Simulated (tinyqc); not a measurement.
## Capacitance measurement on a leaky thin oxide: effects of series resistance and leakage: readings against frequency

The device is a capacitance C in parallel with a leakage conductance G, in series with Rs and Ls. An impedance meter reports either a parallel pair (Cp, Gp) from Y = 1/Z = Gp + i w Cp or a series pair (Cs, Rm) from Z = Rm + 1/(i w Cs); w = 2 pi f, dissipation D = Gp/(w |Cp|).

EOT = 3.9 tox/eox; CET = EOT + zc + zp; C = 3.9 eps0 A/CET; G = Jg A/Vs. Z = Rs + i w Ls + 1/(G + i w C); CET read from Cp = 3.9 eps0 A/Cp; errors under 0.001 % are printed as 0.

Inputs (values chosen for the exercise); values of the order met in thin-oxide MOS capacitors: relative permittivity of the gate insulator (close to hafnium oxide) eox = 22.1; insulator thickness tox = 10 nm; gate area A = 100 um^2; oxide-equivalent thickness added by the accumulation layer zc = 0.46 nm; oxide-equivalent thickness added by gate depletion zp = 0 nm; gate leakage current density, not matched to the thickness Jg = 5.4 A/cm^2; voltage for an e-fold rise of the leakage Vs = 0.19 V; series resistance Rs = 560 ohm; series inductance Ls = 250 nH.

Constants: eps0 = 8.8541878128e-14 F/cm where lengths are in cm. Results are converted to the units shown.

The same in every row: C (pF) = 1.552.

Result of one run:
```
f (Hz)	Cp (pF)	Cs (pF)	D	error of Cp (%)	error of Cs (%)	CET read from Cp (nm)
1e6	1.504	14.74	2.966	-3.12	849	2.296
```

What becomes of these results when the measuring frequency f is changed from 1e6 to 1e5 Hz, all else the same?

Result of the changed run:
```
f (Hz)	Cp (pF)	Cs (pF)	D	error of Cp (%)	error of Cs (%)	CET read from Cp (nm)
1e5	1.504	1320	29.61	-3.12	8.49e4	2.296
```

The whole series:
```
f (Hz)	Cp (pF)	Cs (pF)	D	error of Cp (%)	error of Cs (%)	CET read from Cp (nm)
1000	1.504	1.318e7	2961	-3.12	8.49e8	2.296
3000	1.504	1.465e6	987.0	-3.12	9.44e7	2.296
10000	1.504	1.318e5	296.1	-3.12	8.49e6	2.296
30000	1.504	1.465e4	98.70	-3.12	9.44e5	2.296
1e5	1.504	1320	29.61	-3.12	8.49e4	2.296
3e5	1.504	148.0	9.872	-3.12	9440	2.296
1e6	1.504	14.74	2.966	-3.12	849	2.296
3e6	1.504	3.018	1.004	-3.13	94.4	2.297
1e7	1.502	1.687	0.3513	-3.26	8.67	2.300
3e7	1.484	1.589	0.2662	-4.41	2.37	2.327
```

D falls from 2960 to 0.266; without inductance its minimum lies at f = sqrt(G (1 + G Rs)/Rs)/(2 pi C) = 2.33e7 Hz. The error of Cp goes from -3.12 to -4.41 % and that of Cs from 8.49e8 to 2.37 %; at low frequency Cp tends to C/(1 + G Rs)^2 and Cs grows as 1 + (G/(w C))^2. Neither reading comes within 2 % of C in any row. For f = 1000, 3000, 10000, 30000, 1e5, 3e5, 1e6, 3e6 D exceeds 1, where the accuracy of real meters degrades in proportion to sqrt(1 + D^2).

Numbers from tinyqc (`OMP_NUM_THREADS=1 python tinyqc.py 2022066 2022067 out.jsonl`; about 0.01 s on one thread of a shared Intel Xeon 2.30GHz).
